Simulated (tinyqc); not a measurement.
Six-band hole subbands of a thin body in a field: sweeps and comparisons. A value that a table varies takes the place of the one given here.

Basis X, Y, Z times spin, hole energies counted downwards from the unstrained edge (the hydrostatic shift is left out), c = hbar^2/2m0. For a symmetric tensor T let C(T) have C_XX = L Txx + M (Tyy + Tzz), C_XY = N Txy (cyclic), L = c (g1 + 4 g2), M = c (g1 - 2 g2), N = 6 c g3. k = q + kz n, n the unit normal, q = k1 u + k2 v with u along the channel [1-10] and v = n x u. H = C(k k^T) + (Dso/3)(1 - L.sigma) - B + e F z with (L_k)_ij = -i epsilon_kij; B is the block C built from the traceless strain with 2b, -b and sqrt(3) d in place of L, M, N. Strain: exx = eyy = (s11 + s12) sx/2, ezz = s12 sx, exy = -s44 sx/4. Hard walls at z = 0 and t; basis sin(j pi z/t), j = 1 to Nz: kz^2 = (j pi/t)^2, kz = -i D with D_jl = 4 j l/(t (j^2 - l^2)), z_jj = t/2 and z_jl = -8 t j l/(pi (j^2 - l^2))^2 for j + l odd; 1 MV/cm = 0.01 eV/angstrom.

Nz = 14. E1 is the top subband at q = 0, gap the distance to the next pair, and the masses are c q^2/(E(q) - E1) at |q| = 0.02 1/angstrom (mean of the spin pair) along the channel [1-10] and across it in the plane; a dash marks a band that does not rise.

Constants: hbar^2/2m0 = 3.80998211 eV angstrom^2.

Parameters, chosen for this exercise (near those of a p-type Ge channel; shifted at random, so the results belong to these values and not to a real crystal): g1 = 13.4 (Luttinger gamma1); g2 = 4.26 (gamma2); g3 = 5.68 (gamma3); Dso = 0.29 eV (spin-orbit splitting); b = -2.58 eV (tetragonal potential); d = -5.36 eV (trigonal potential); S = (9.61, -2.67, 14.93) 1/TPa (compliances s11, s12, s44); face = 110 (surface); t = 70 angstrom (body thickness); F = 0.8 MV/cm (field across the body); sx = 1 GPa (stress along the channel [1-10], negative in compression).

## Stress along the channel

Each row has its own sx.

Results:
```
sx (GPa)  E1 (meV)  gap (meV)  m channel  m across
-3.0          46.2       95.8      0.039     0.190
-2.0          92.5       96.3      0.041     0.184
-1.0         136.7       96.8      0.044     0.172
-0.5         157.3       96.9      0.046     0.162
0.0          176.2       96.4      0.049     0.149
0.5          192.3       95.1      0.055     0.131
1.0          204.3       93.9      0.063     0.111
```

Under 2 GPa of compression the channel mass goes from 0.049 to 0.041 m0, the mass across from 0.149 to 0.184; the gap to the next subband is 96, 96 and 94 meV at -2, 0 and +1 GPa. The lightest channel mass of the table, 0.039 m0, is at -3.0 GPa.

## Surface orientation and number of bands

Three faces, six bands; and four bands, with Dso set to 1000 eV.

Results:
```
case           E1 (meV)  gap (meV)  m channel  m across
(001) 6 bands     255.6      123.5      0.196     0.072
(001) 4 bands     261.4      151.6      0.119     0.081
(110) 6 bands     204.3       93.9      0.063     0.111
(110) 4 bands     213.3      151.0      0.065     0.094
(111) 6 bands     188.0      137.7      0.131     0.061
(111) 4 bands     195.4      138.1      0.079     0.069
```

With six bands the top subband is shallowest on (111) (188.0 meV) and deepest on (001). Without the stress E1 would be 247.8, 176.2 and 185.3 meV, so the stress moves it by 7.8, 28.1 and 2.8 meV. The lightest channel mass is on (110) (0.063 m0). Dropping the split-off band moves E1 by 5.8, 9.0 and 7.4 meV and the gap by 28.1, 57.1 and 0.3 meV on the three faces, with Dso = 290 meV.

## What each parameter does

Six bands. Each row changes one parameter from the base and keeps the others.

Results:
```
case             E1 (meV)  gap (meV)  m channel (m0)  m across (m0)
base                204.3       93.9           0.063          0.111
t = 80 angstrom     204.3       93.5           0.063          0.113
F = 1.1 MV/cm       245.0      106.4           0.058          0.125
sx = 0.5 GPa        192.3       95.1           0.055          0.131
g3 = 5.28           224.9      121.4           0.078          0.082
g2 = 4.9            202.7      121.2           0.088          0.086
Dso = 0.435 eV      206.9      111.3           0.064          0.104
d = -4.29 eV        200.0       94.1           0.061          0.113
```

The largest shifts from the base row, up to three for each result and ties (the steps differ in size, so this ranks the rows, not the parameters). E1 (meV): F +40.7, g3 +20.6, sx -12.0; unchanged at the printed digits by t. gap (meV): g3 +27.5, g2 +27.3, Dso +17.4. m channel (m0): g2 +0.025, g3 +0.016, sx -0.008; unchanged at the printed digits by t. m across (m0): g3 -0.029, g2 -0.025, sx +0.020.

Computed by tinyqc, a small Python program: `OMP_NUM_THREADS=1 python tinyqc.py 1251527 1251528 out.jsonl` (the numbers bound the seed that draws the inputs); one thread of a shared host (Intel(R) Xeon(R) Processor @ 2.30GHz), about 0.4 s for the whole set of steps.
